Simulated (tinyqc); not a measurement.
k.p theory built from an empirical-pseudopotential calculation at Gamma: one step. The mass from the table. Four cases, with inputs chosen for the exercise.

Task: A is the s-like conduction level at Gamma of a pseudopotential calculation, W its squared momentum coupling to multiplet B, and 1/m = 1 + sum_B W/(E_A - E_B). Add the last column, the sum over the higher multiplets and 1; two levels alone means 1 + W/E of multiplet 2 (whose E_B is 0).

Case 1.

Couplings:
```
multiplet B  degeneracy   E_B (eV)     W (eV)  W/(E_A - E_B)
2                     3   0.000000  15.092767      19.849203
4                     3   4.190709   0.069055      -0.020131
7                     3  11.500869   0.205407      -0.019125
10                    3  23.483216   0.382735      -0.016844
12                    3  23.798812   0.208279      -0.009041
15                    3  35.098653   0.035000      -0.001019
16                    3  35.805200   0.000026      -0.000001
19                    3  36.527863   0.005015      -0.000140
```

sum over the higher multiplets = -0.001542
E_A = 0.760371 eV

Case 2.

Couplings:
```
multiplet B  degeneracy   E_B (eV)     W (eV)  W/(E_A - E_B)
2                     3   0.000000  21.355527       5.472659
7                     3  12.217406   0.033108      -0.003982
11                    3  28.930242   0.472541      -0.018880
20                    3  45.576257   0.080283      -0.001926
22                    3  46.298497   0.104482      -0.002464
25                    3  51.734863   0.021977      -0.000459
34                    3  84.311611   0.048572      -0.000604
38                    3  87.141831   0.034706      -0.000417
```

sum over the higher multiplets = -0.000339
E_A = 3.902222 eV

Case 3.

Couplings:
```
multiplet B  degeneracy   E_B (eV)     W (eV)  W/(E_A - E_B)
2                     3   0.000000  18.441842       7.277658
4                     3   5.033619   0.142955      -0.057192
7                     3  13.475859   0.258328      -0.023609
11                    3  29.605765   0.252237      -0.009317
12                    3  30.695654   0.383709      -0.013625
15                    3  44.391927   0.013325      -0.000318
17                    3  45.018357   0.001948      -0.000046
19                    3  46.481795   0.007444      -0.000169
```

sum over the higher multiplets = -0.003433
E_A = 2.534035 eV

Case 4.

Couplings:
```
multiplet B  degeneracy   E_B (eV)     W (eV)  W/(E_A - E_B)
2                     3   0.000000  20.067740      17.989431
7                     3  12.031542   0.236064      -0.021625
10                    3  26.747101   0.453125      -0.017678
16                    3  41.577033   0.011136      -0.000275
23                    3  43.551854   0.006124      -0.000144
25                    3  48.691562   0.009322      -0.000196
34                    3  79.869637   0.006376      -0.000081
38                    3  80.465177   0.010770      -0.000136
```

sum over the higher multiplets = 0
E_A = 1.115529 eV

Give: 1/m; m; m from two levels.

Result:

Case 1.

1/m = 20.781
m = 0.0481 m0
m from two levels = 0.0480 m0

Case 2.

1/m = 6.444
m = 0.1552 m0
m from two levels = 0.1545 m0

Case 3.

1/m = 8.170
m = 0.1224 m0
m from two levels = 0.1208 m0

Case 4.

1/m = 18.949
m = 0.0528 m0
m from two levels = 0.0527 m0

Computed by tinyqc, one run a case: `OMP_NUM_THREADS=1 python tinyqc.py N N+1 out.jsonl` with N = 1050392, 1050402, 1050495, 1050574; one thread of a shared Intel(R) Xeon(R) Processor @ 2.30GHz, about 1 s a run at most.
